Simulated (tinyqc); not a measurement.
## Stability and critical current from long pulses

Question. For long pulses a magnetic tunnel junction switches at I = Ic0 [1 - ln(tp/t0)/Delta]. Find Ic0 and Delta.

Inputs (values chosen for the exercise):

| symbol | value | unit | meaning |
|---|---|---|---|
| t0 | 1 | ns | attempt time |

switching current for pulses of 0.0001 and 0.01 s (uA): [13.878303, 12.870335]

Answer. I is linear in ln tp: it equals Ic0 at tp = t0, and the slope is -Ic0/Delta.

Ic0 = 16.4 uA
Delta = 74.9

Program tinyqc, `OMP_NUM_THREADS=1 python tinyqc.py 2450071 2450072 out.jsonl`; Intel Xeon 2.30GHz, shared host, one thread, about 0.01 s.
